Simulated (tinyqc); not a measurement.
# Epitaxial growth on a vicinal surface: Burton-Cabrera-Frank step flow, step-edge barrier and island nucleation, step by step

A worked calculation. Computed by tinyqc, a small Python program that keeps every step. Command: `OMP_NUM_THREADS=1 python tinyqc.py 3018483 3018484 out.jsonl stepflow walk`. One thread of a shared host (Intel(R) Xeon(R) Processor @ 2.30GHz), about 0.01 s of CPU time with the checks. Intermediate numbers are printed to about 7 digits and carried at full precision; extremes and crossings named in words are read from the listed rows.

Adatoms land at rate F, hop on a square grid (a simplification for hexagonal faces), desorb, or join steps. Lengths are in units of a and n is the adatom coverage. Steps ascend at x = 0 and descend at x = l.

Inputs (values chosen for the exercise, close to those used for 4H-SiC(0001)):
```
quantity,value,unit
site spacing a,3.08,angstrom
step height h,2.52,angstrom
diffusion barrier E_d,1.83,eV
desorption energy E_a,3.95,eV
adatom formation energy E_f,1.72,eV
step-edge barrier E_s,0.13,eV
attempt frequency nu,5,THz
deposition rate F,0.01,layers/s
miscut angle,4,degrees
temperature T,1410,C
critical nucleus size i,3,-
binding energy of the critical nucleus E_i,0.4,eV
```

Constants: k_B = 8.617333262e-05 eV/K.

## Scales

D = nu exp(-E_d/(k_B T)) (a^2/s, nu counted per direction); tau = exp(E_a/(k_B T))/nu; x_s = sqrt(D tau); n_eq = exp(-E_f/(k_B T)); terrace width l = h/(a tan(miscut)); Schwoebel length l_s = exp(E_s/(k_B T)) - 1. Temperatures in kelvin are T(C) + 273.15.

D = 1.657623e+07 a^2/s

lifetime tau = 0.1343793 s

diffusion length x_s = 1492.482 a

equilibrium coverage n_eq = 7.077560e-06

terrace width l = 11.70055 a

Schwoebel length l_s = 1.450490 a

l/x_s = 0.00784: nearly every adatom reaches a step.

## Terrace solution

D n'' - n/tau + F = 0 with n(0) = n_eq and -l_s n'(l) = n(l) - n_eq. With u = n - F tau, A = n_eq - F tau, y = l/x_s, s = l_s/x_s: u = A cosh(x/x_s) + B sinh(x/x_s), B = A (1 - cosh y - s sinh y)/(sinh y + s cosh y). Flux into the ascending step J+ = D B/x_s, over the descending one J- = -(D/x_s)(A sinh y + B cosh y); step velocity J+ + J-; growth rate (J+ + J-)/l. For small y: J+ + J- = (F - n_eq/tau) l, J-/J+ = l/(l + 2 l_s). The coverage peaks where n' = 0, tanh(x/x_s) = -B/A.

J+ = 0.06461275 atoms per step site and s

J- = 0.05177566 atoms per step site and s

growth rate = 0.009947264 layers/s

peak coverage = 7.090220e-06

position of the peak = 6.495527 a

0.53 % of the flux desorbs; even closely spaced steps lose n_eq/tau, 0.53 % of F. The ascending step takes 55.5 %: the barrier makes an uphill current, which evens out terrace widths but makes steps meander and favours mounds on wide terraces.

## Step flow or islands

Island density on a flat surface without desorption: N = 0.25 (F/D)^(i/(i+2)) exp(E_i/((i+2) k_B T)) per site, with E_i = 0 for i = 1; spacing l_n = N^(-1/2). Step flow needs an effective width l_eff = 2 x(peak) below l_n.

island density N on a flat surface = 1.275819e-06 per site

island spacing l_n = 885.3307 a

ratio l_eff/l_n = 0.01467367

Steps capture adatoms before they meet: step flow. Caution: the prefactor 0.25 and the criterion are estimates, good to a factor of about two in length.

## Growth mode over temperature

x(peak) solves tanh(x/x_s) = -B/A. Rows where evaporation outweighs deposition are left out.

Scales:
```
T (C),x_s (a),l_s (a),incorporated share,l_n (a),l_eff/l_n
1210,3998.569,1.765305,0.9999720,512.018,0.02584758
1260,3050.965,1.675079,0.9998834,595.055,0.02212542
1310,2368.043,1.593225,0.9995514,685.025,0.01912752
1360,1866.725,1.518664,0.9984042,781.828,0.01668492
1410,1492.482,1.450490,0.9947264,885.331,0.01467367
1460,1208.772,1.387940,0.9837218,995.370,0.01300150
1510,990.637,1.330362,0.9528168,1111.757,0.01159883
1560,820.729,1.277203,0.8709328,1234.286,0.01041254
1610,686.790,1.227986,0.6652926,1362.732,0.00940162
```

The ratio stays below 1: step flow in every row. Incorporation goes from 100.0 % to 66.5 %, as n_eq rises towards F tau or x_s falls below the terrace width: the window for smooth growth closes from above.

Checks made by the program: growth rate against F minus desorption, from a numerical solution (relative difference below 1e-10).
